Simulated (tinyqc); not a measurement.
Inside a calculation: overlap of hydrogenic dopants: pairs, impurity band and the Mott density. Values are carried at full precision from step to step, so a last printed digit may differ when a step is redone from the rounded ones.

Ry* = Ry m/eps^2, aB = a0 eps/m. For 1s orbitals a distance rho = R/aB apart, in Ry*: overlap S = exp(-rho)(1 + rho + rho^2/3), J = (2/rho)(1 - (1 + rho) exp(-2 rho)) (attraction to the other ion), Kx = 2 (1 + rho) exp(-rho) (exchange of one electron). One electron on a pair has E = -1 - (J +/- Kx)/(1 +/- S), without the repulsion 2/rho of the ions. Hopping after orthogonalisation: t = (Kx - S J)/(1 - S^2), half the splitting. Dopants on a lattice with z neighbours, n = (3 sqrt3/4)/R^3 (bcc), give a band of width B = 2 z t, as on any lattice of two interpenetrating sublattices. Valleys, central cells and disorder are left out.

Constants: Ry = 13.60569312 eV; a0 (Bohr radius) = 0.5291772105 angstrom; hbar = 6.58211957e-16 eV s.

Parameters, chosen for this exercise (an isotropic mass and dielectric constant of the size used for donors in Si; not measured data): m = 0.302 m0 (mass); eps = 11.4 (dielectric constant); N = 0.025 1/aB^3 (dopant density); rho = 4.3 aB (distance of a pair); u = 1.25 Ry* (cost of a second electron on one dopant); z = 8 (neighbours in the dopant lattice).

## Scales

Form Ry*, aB, and the density N in 1/cm^3 (1/angstrom^3 = 1e24/cm^3).

Ry* = 31.617 meV
aB = 19.976 angstrom
density = 3.136e+18 1/cm^3

## A pair with one electron

Form S, J, Kx, the two levels, t, and the total energy of the lower state with the repulsion, relative to a distant pair (-1).

S, J, Kx: 0.15554  0.46466  0.14383

levels (Ry*): even -1.52658, odd -1.37993

t = 0.07333 Ry*
energy of the pair against a distant one (negative: bound) = -0.06147 Ry*

In this host the pair is 8.6 nm long and its splitting 2t is 4.64 meV.

## The pair with two electrons (two-site Hubbard model)

t is the hopping between the two dopants. Singlet at (u - sqrt(u^2 + 16 t^2))/2 below the triplet at 0; estimate 4 t^2/u; weight of double occupancy (1 - u/sqrt(u^2 + 16 t^2))/2; swap time pi hbar/Jx with Jx the splitting in eV. t and u are in units of Ry*.

singlet-triplet splitting (meV): exact 0.5367, 4 t^2/u 0.5440

double occupancy = 0.0132
swap time = 3.85 ps

The estimate is 1.4 % too high at 4t/u = 0.23.

## The impurity band at this density

Form R/aB, t, B = 2 z t and N^(1/3) aB. Two estimates of the gap between the Hubbard bands: u - B (rigid bands, closing at B = u) and the Hubbard-III rule, which closes at B = (2/sqrt3) u; give B/u.

R/aB = 3.7316
t = 0.11234 Ry*

B: in Ry* 1.797, in meV 56.828

N^(1/3) aB = 0.2924
B/u = 1.438

Both rules close the gap: a metal (at such spacings hopping beyond nearest neighbours, left out, counts too). Mott's screening rule, N^(1/3) aB = 0.26, puts this density on the metallic side.

## Checks

- Overlap S against numerical integration in elliptic coordinates: both 0.15554.

Computed by tinyqc, a small Python program: `OMP_NUM_THREADS=1 python tinyqc.py 1481683 1481684 out.jsonl` (the numbers bound the seed that draws the inputs); one thread of a shared host (Intel(R) Xeon(R) Processor @ 2.30GHz), about 0.01 s for the whole set of steps.
